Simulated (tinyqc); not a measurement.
RKS/LDA (PW92) in the 6-31g basis, for H3+, spin multiplicity 1, step by step. One step of it, computed by the program tinyqc.

Problem. Iteration 2: DIIS coefficients. Solve [B -1; -1 0][c; lambda] = [0; -1] for the coefficients, which sum to one.

B (overlaps of the stored error matrices):
```
                1               2
1   3.6326125e-02  -2.1670235e-02
2  -2.1670235e-02   4.6721814e-02
```

Give: DIIS coefficients.

Solution.

DIIS coefficients: 0.5411  0.4589
